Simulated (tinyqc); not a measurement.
# Bulk resistivity and mean free path from two films

Question. In the thick-film limit single-crystal films obey rho = rho0 (1 + 3 (1 - ps) lam/(8 d)). Find rho0, lam and the product rho0 lam.

Parameters, values chosen for the exercise: specular share of surface scattering ps = 0.

rho at d = 69 and 310 nm (uohm cm): [2.0199674, 1.7401218]

Answer. rho is a straight line in 1/d: the intercept is rho0 and the slope (3/8)(1 - ps) rho0 lam. Without ps only the product (1 - ps) lam could be found.

rho0 = 1.66 uohm cm
lam = 39.9 nm
rho0 lam = 66.2 uohm cm nm

tinyqc, about 0.01 s, one thread, Intel Xeon 2.30GHz (shared host): `OMP_NUM_THREADS=1 python tinyqc.py 2100117 2100118 out.jsonl`
